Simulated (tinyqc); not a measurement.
From results back to parameters: Koster-Slater impurity in an sp3s* host.

Problem. In the Koster-Slater model a defect shifts the s level of its site by Vs and the p levels by Vp; an A1 level solves 1/Vs = G_s(E) and a T2 level 1/Vp = G_p(E), E from the top of the valence band. A defect has an A1 level at E = 0.4586 eV, one of the energies of the table, and a T2 level at 0.7643 eV.

G(E) of the host (1/eV):
```
E (eV)         G_s         G_p
0.0000  -0.0665022   0.1032447
0.1529  -0.0789820   0.0663204
0.3057  -0.0932763   0.0382816
0.4586  -0.1100723   0.0133313
0.6114  -0.1304323  -0.0111165
0.7643  -0.1561504  -0.0371810
0.9172  -0.1906496  -0.0677661
1.0700  -0.2418432  -0.1089027
1.2229  -0.3363000  -0.1806053
```

Find: Vs, Vp.

Solution. Read G_s and G_p at the two energies and invert them. Vs is attractive and pulls its level down from the conduction bands. Vp is attractive and pulls its level down from the conduction bands.

Vs, Vp (eV): -9.1  -26.9

Program tinyqc; command `OMP_NUM_THREADS=1 python tinyqc.py 1452228 1452229 out.jsonl`; about 0.04 s on one thread of a shared Intel(R) Xeon(R) Processor @ 2.30GHz.
